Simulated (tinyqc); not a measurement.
Chemical shift by three methods: effective-mass impurity with a central-cell term, in a basis of Slater functions. Computed by tinyqc, a small Python program. Command: `OMP_NUM_THREADS=1 python tinyqc.py 3029224 3029225 out.jsonl centralcell walk`. One thread of a shared host (Intel(R) Xeon(R) Processor @ 2.30GHz), about 0.01 s of CPU time with the checks.

The envelope obeys H = -nabla^2 - (2/r) [Z + A exp(-kappa r)] in effective units, with kappa = a*/lambda; positive A deepens the well near the core.

Inputs (values chosen for the exercise, with mass and screening modelled on GaSb):
```
quantity,value,unit
effective mass m,0.0387,m_0
dielectric constant eps,16.1,-
charge Z of the core,1,-
central-cell strength A,91,-
central-cell range lambda,0.96,angstrom
```

Impurity: donor, one isotropic band.

Constants: Ry = 13.605693123 eV; a_0 = 0.529177210903 angstrom.

Method:
- Units: Ry* = Ry m/eps^2 and a* = a_0 eps/m, with m in m_0.
- kappa = a*/lambda; the hydrogenic ground state is bound by Z^2 Ry*.
- For s functions exp(-zeta r), with s = zeta_i + zeta_j: S = 2/s^3, T = zeta_i zeta_j S, V = -2 Z/s^2, W = -2 A/(s + kappa)^2; each function is normalised by dividing by sqrt(S_ii S_jj).
- Large basis: zeta_i = 0.06 x 1.6^(i-1), i = 1..22, same formulas; for p functions r exp(-zeta r): S = 24/s^5, T = zeta_i zeta_j S (centrifugal term included), V = -12 Z/s^4, W = -12 A/(s + kappa)^4; overlap eigenvalues below 1e-11 are dropped.
- First order: shift = 8 A Z^3/(2 Z + kappa)^2 Ry*. One exponent: minimise zeta^2 - 2 Z zeta - 8 A zeta^3/(2 zeta + kappa)^2 by golden section on 0.2 to 6 Z. All shifts are the binding beyond Z^2 Ry*.

kappa = 229.322 1/a*

Ry* = 2.03133 meV

hydrogenic binding energy = 2.03133 meV

Shift of the 1s binding energy (meV):
```
A,first order,one exponent,large basis
-91.0,-0.027636,-0.026832,-0.019572
-45.5,-0.013818,-0.013613,-0.011412
9.1,0.002764,0.002772,0.002889
22.8,0.006924,0.006977,0.007780
45.5,0.013818,0.014031,0.017781
91.0,0.027636,0.028508,0.051269
114.0,0.034621,0.036004,0.084125
```

The three columns are ordered, first order <= one exponent <= large basis, since each is a variational bound with more freedom. At the largest attractive A first order gives 41 % and one exponent 43 % of the shift; at the most repulsive A the true shift is -0.020 meV against -0.028. Attraction pulls the envelope in and feeds itself, repulsion pushes it out and saturates.

Extremes, crossings and ranges named in words are read from the listed rows.
